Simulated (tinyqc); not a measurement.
# A spin-degenerate level with charging energy between two leads, rate equations, step by step

Computed by the program tinyqc: `OMP_NUM_THREADS=1 python tinyqc.py 2780012 2780013 out.jsonl`, one thread of a shared Intel Xeon 2.30GHz, about 0.01 s for the whole run. Printed values are rounded.

States 0, up, down and 2 with energies 0, e1 - Ez/2, e1 + Ez/2 and 2 e1 + U. mu_L = +V/2, mu_R = -V/2 (meV), f(x) = 1/(1 + exp(x/kB T)). A transition that adds one electron of given spin at the energy E has the rate G f(E - mu) from each lead, and its reverse G [1 - f(E - mu)]. I counts electrons leaving the left lead, times q.

Values chosen for this exercise: charging energy of the second electron U = 11.8 meV; level e1 = -3.22 meV; tunnel rate to the left lead GL = 0.063 1/ns; tunnel rate to the right lead GR = 0.16 1/ns; temperature T = 7.5 K; bias V = 27 mV; Zeeman splitting Ez = 2.5 meV; time step dt = 2 ns.

Constants: q = 1.602176634e-19 C, kB = 1.380649e-23 J/K, Vt = kB T/q. Results are converted to the units shown.

Range of the model: Rate equations need hbar G well below kB T; cotunnelling and the Kondo effect are left out.

## Transition energies and Fermi factors

Transition energies: 0-up e1 - Ez/2, 0-down e1 + Ez/2, up-2 e1 + U + Ez/2, down-2 e1 + U - Ez/2.

```
transition   E (meV)       fL  fR (1e-7)
0-up        -4.47000  1.00000    8.55277
0-down      -1.97000  1.00000    0.17872
up-2         9.83000  0.99659    0.00000
down-2       7.33000  0.99993    0.00000
```

## Rate matrix

dp/dt = W p; W_ji is the rate from state i to j, and each column sums to zero.

W (1/ns):
```
              0         up       down          2
0     -0.126000   0.160000   0.160000   0.000000
up     0.063000  -0.222785   0.000000   0.160215
down   0.063000   0.000000  -0.222995   0.160005
2      0.000000   0.062785   0.062995  -0.320219
```

## Steady state and current

Steady state: W p = 0 with sum p = 1. I = q GL sum over transitions i-j of [fL p_i - (1 - fL) p_j].

p: 0 0.514889, up 0.202871, down 0.202605, 2 0.079635
mean number of electrons = 0.564745
I = 14.4771 pA

In units of q GL GR/(GL + GR) = 7.24 pA the current is 2.00; two independent spin channels fully inside the bias window would give 2.

## Step 1: time step

p at the start: 0 1, up 0, down 0, 2 0

Explicit Euler step: p(new) = p + dt W p.

p after step 1: 0 0.748000, up 0.126000, down 0.126000, 2 0.000000

## Step 2: time step

As before.

p after step 2: 0 0.640144, up 0.164106, down 0.164053, 2 0.031697

## Relaxation from the empty dot

Stop when no probability changes by more than 1e-8 in a step, or after 400 steps.

Course of the iteration:
```
step      p(0)     p(up)   p(down)       p(2)  largest change
1     0.748000  0.126000  0.126000  0.0000000           0.252
2     0.640144  0.164106  0.164053  0.0316968           0.108
3     0.583838  0.181800  0.181688  0.0526731          0.0563
4     0.553027  0.191237  0.191076  0.0646591          0.0308
5     0.536004  0.196428  0.196231  0.0713367          0.0170
6     0.526582  0.199300  0.199079  0.0750389         9.42e-3
7     0.521364  0.200892  0.200654  0.0770895         5.22e-3
8     0.518475  0.201774  0.201525  0.0782252         2.89e-3
...        ...       ...       ...        ...             ...
23    0.514890  0.202871  0.202605  0.0796344         4.08e-7
24    0.514890  0.202871  0.202605  0.0796345         2.26e-7
25    0.514890  0.202871  0.202605  0.0796346         1.25e-7
26    0.514889  0.202871  0.202605  0.0796346         6.93e-8
27    0.514889  0.202871  0.202605  0.0796346         3.84e-8
28    0.514889  0.202871  0.202605  0.0796346         2.13e-8
29    0.514889  0.202871  0.202605  0.0796346         1.18e-8
30    0.514889  0.202871  0.202605  0.0796346         6.52e-9
```

The steps settle after 30 steps (60.0 ns) on the steady state above. The decay rates of W are 0.223, 0.223 and 0.446 1/ns; stability needs dt below 2 over the largest, 4.48 ns.
